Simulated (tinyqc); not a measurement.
Raising U: Hubbard ring of 6 sites, mean field against exact. Computed by the program tinyqc. Command: `OMP_NUM_THREADS=1 python tinyqc.py 115725 115726 out.jsonl`; one thread of a shared host (Intel(R) Xeon(R) Processor @ 2.60GHz), about 5 s.

one-body matrix (hopping and site energies) (eV):
```
         1        2        3        4        5        6
1   0.0000  -1.2400   0.0000   0.0000   0.0000  -1.2400
2  -1.2400   0.0000  -1.2400   0.0000   0.0000   0.0000
3   0.0000  -1.2400   0.0000  -1.2400   0.0000   0.0000
4   0.0000   0.0000  -1.2400   0.0000  -1.2400   0.0000
5   0.0000   0.0000   0.0000  -1.2400   0.0000  -1.2400
6  -1.2400   0.0000   0.0000   0.0000  -1.2400   0.0000
```

electrons, up and down: 3  3

Collinear unrestricted mean field (the lowest of 40 random starts) against exact diagonalisation.

Exact and mean-field results (eV):
```
U          U/t   E exact  E mean field  mean |n_up - n_down|  double occupancy, exact  first gap in the sector
0.620    0.500  -9.02125      -8.99000                 0.000                    0.233                    2.269
1.240    1.000  -8.18544      -8.06000                 0.000                    0.216                    2.054
2.480    2.000  -6.70773      -6.20000                 0.000                    0.181                    1.628
3.720    3.000  -5.49736      -4.52759                 0.554                    0.145                    1.251
4.960    4.000  -4.54920      -3.51704                 0.758                    0.111                    0.955
7.440    6.000  -3.28416      -2.41503                 0.891                    0.064                    0.602
9.920    8.000  -2.53968      -1.83186                 0.938                    0.039                    0.432
14.880  12.000  -1.73582      -1.23151                 0.972                    0.019                    0.281
24.800  20.000  -1.05711      -0.74215                 0.990                    0.007                    0.169
```

In absolute terms mean field is worst at U/t = 4.0, 1.032 eV too high: at small U it is nearly exact, and at large U it misses only exchange-scale energies. Its local moments set in at U/t = 3.0 of those listed, a broken symmetry that the exact state of a finite cluster with equal spins does not have. Relative to the exact energy its error is 0.3 % at the smallest U, 30 % at most and 30 % at the largest. The double occupancy falls from 0.233 to 0.007; at the largest U the first gap is 0.68 times the exchange scale 4t^2/U.
